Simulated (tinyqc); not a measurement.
Band-to-band tunnelling across a p-n junction in a two-band chain, step by step. Values are carried at full precision from step to step, so a last printed digit may differ when a step is redone from the rounded ones.

Sites alternate A at -Eg/2 and C at +Eg/2 with hopping -t; near the edges, with k counted from the zone boundary pi/a, E^2 = (Eg/2)^2 + (t a k)^2, so t = sqrt(c Eg/m)/a gives the mass m, c = hbar^2/2m0. In the gap cosh(q a) = 1 + (Eg^2/4 - e^2)/(2 t^2), e the energy from the local mid-gap. The potential is V0 = Eg + ov on the p side (left), 0 on the n side, and falls linearly over the 2N sites of the junction, V_j = V0 (1 - j/(2N + 1)), j = 1 to 2N, site 1 being A. E = Eg/2 + x ov. A half chain that ends on a site of level e1 with neighbour e2 has g = (1 + z)/(E - e1), z = exp(-/+ i k a) the root with Im g < 0, cos(k a) = (E - e1)(E - e2)/(2 t^2) - 1. S_L = t^2 g (ending on C, shifted by V0), S_R = t^2 g (starting on A). T = 4 Im(S_L) Im(S_R) |G_(1,2N)|^2.

Constants: hbar^2/2m0 = 3.80998211 eV angstrom^2.

Inputs chosen for the exercise (gap and mass near those of GaAs; shifted at random, so the results belong to these values and not to a real crystal):
```
symbol  value  unit      meaning
Eg      1.487  eV        gap
m       0.077  m0        mass of electron and light hole
a       4      angstrom  period (two sites)
ov      0.28   eV        overlap: top of the valence band on the p side above the conduction edge on the n side
N       5                periods in the small junction
x       0.23             energy above the n-side conduction edge, as a share of ov
```

## Hopping, field and tunnelling length

Form t, V0, E, the field F = V0/((2N + 1) a/2) (1 V/angstrom = 100 MV/cm) and the length Eg/F over which E lies in the gap.

t = 2.1444 eV
V0 = 1.7670 eV
E = 0.8079 eV
F = 8.032 MV/cm
tunnelling length = 18.51 angstrom

So short a junction keeps the matrix small; its field is above the 1 to 3 MV/cm of tunnel diodes.

## Self-energies of the two sides

Form cos(k a) and S for each side.

cos(k a): left -0.960088, right -0.989137

S_L, S_R (eV): [-0.10780-0.75544i, 0.03220-0.43572i]

## Recursive Green function

g_1 = 1/(E - e_1 - S_L); g_j = 1/(E - e_j - t^2 g_(j-1)), with S_R also subtracted at the last site; G_1j = G_1(j-1) (-t) g_j, G_11 = g_1; e_j is the site level plus V_j. The self-energies stand in the order S_L, S_R.

Sweep:
```
j   e_j (eV)       g_j (1/eV)      G_1j (1/eV)
1     0.8629   0.0921-1.3173i   0.0921-1.3173i
2     2.1892  -0.0452-0.1516i   0.4372-0.0977i
3     0.5416   0.6669-0.9808i  -0.4198+1.0593i
4     1.8680  -0.1104-0.1207i  -0.3736+0.1422i
5     0.2203   0.7265-0.3681i   0.4697-0.5163i
6     1.5467  -0.2091-0.0868i   0.3067-0.1441i
7    -0.1010   0.5113-0.1091i  -0.3026+0.2298i
8     1.2254  -0.3497-0.0633i  -0.2581+0.1312i
9    -0.4222   0.3487-0.0358i   0.1829-0.1179i
10    0.9041  -0.5155-0.1787i   0.2474-0.0603i
```

T = 0.0854

## WKB for the same field

T = exp(-2 I/F), I = integral of q de across the gap. Continuum: q = sqrt(Eg^2/4 - e^2)/(t a), I = pi Eg^2/(8 t a). Lattice: q from the cosh formula, 12 Gauss-Legendre points in u with e = (Eg/2) sin(u), u from -pi/2 to pi/2. F in V/angstrom is the value in MV/cm over 100.

I (eV/angstrom): continuum 0.101230, lattice 0.100854

T by WKB: continuum 0.0804, lattice 0.0812

The chain gives 0.0854, 1.052 times the lattice WKB value; the exponent is only 2.51, and reflections at the two kinks of the potential count.

## Checks

- G_(1,2N) from the sweep against inversion of the whole matrix (size): both 0.25464.

Computed by tinyqc, a small Python program: `OMP_NUM_THREADS=1 python tinyqc.py 1451644 1451645 out.jsonl` (the numbers bound the seed that draws the inputs); one thread of a shared host (Intel(R) Xeon(R) Processor @ 2.30GHz), about 0.01 s for the whole set of steps.
